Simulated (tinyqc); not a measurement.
## Barrier and mass from two Fowler-Nordheim currents

Problem. Fowler-Nordheim tunnelling through a dielectric follows J = A F^2 exp(-B/F), A = q^2 me/(16 pi^2 hbar m1 phi1) (A/V^2 with phi1 in volts), B = (4/3) sqrt(m1/C) phi1^1.5 (V/nm), C = hbar^2/(2 m0). Find B, A, phi1 and m1.

Values chosen for this exercise: emitter mass in the supply function me = 0.46 m0.

Constants: q = 1.602176634e-19 C, hbar = 1.054571817e-34 J s, m0 = 9.1093837015e-31 kg, hbar^2/(2 m0) = 0.0380998212 eV nm^2. Results are converted to the units shown.

J at F = 0.8 and 1.11 V/nm (A/cm^2): 1.1880818e-7  0.0023801355

Solution. The slope of ln(J/F^2) against 1/F is -B and the intercept gives A. A fixes the product m1 phi1, and B = (4/3) phi1 sqrt(m1 phi1/C) then gives phi1.

B = 26.5 V/nm
A = 4.50e-7 A/V^2
phi1 = 3.09 eV
m1 = 0.510 m0

tinyqc, about 0.02 s, one thread, Intel Xeon 2.30GHz (shared host): `OMP_NUM_THREADS=1 python tinyqc.py 2540143 2540144 out.jsonl`
